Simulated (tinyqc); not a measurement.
## Potential step from the flux

Problem. On one interval J = (q mu Vt/hx) [nb B(d) - na B(-d)], B(d) = d/(exp(d) - 1), d = (psi_b - psi_a)/Vt. Find psi_b - psi_a, and the step at which J would vanish.

Inputs (values chosen for the exercise): temperature T = 350 K; electron mobility mu = 1440 cm^2/(V s); density at the left node na = 2.1e15 cm^-3; density at the right node nb = 2.3e13 cm^-3; node spacing hx = 170 nm.

Constants: q = 1.602176634e-19 C, kB = 1.380649e-23 J/K, Vt = kB T/q. Results are converted to the units shown.

J = -403.61057 A/cm^2

Answer. B(d) falls and B(-d) rises with d, so J falls steadily with the step and one value matches. J = 0 needs nb/na = exp(d), the Boltzmann ratio.

psi_b - psi_a = -0.03900 V
step for J = 0 = -0.1362 V

tinyqc, about 0.01 s, one thread, Intel Xeon 2.30GHz (shared host): `OMP_NUM_THREADS=1 python tinyqc.py 2220126 2220127 out.jsonl`
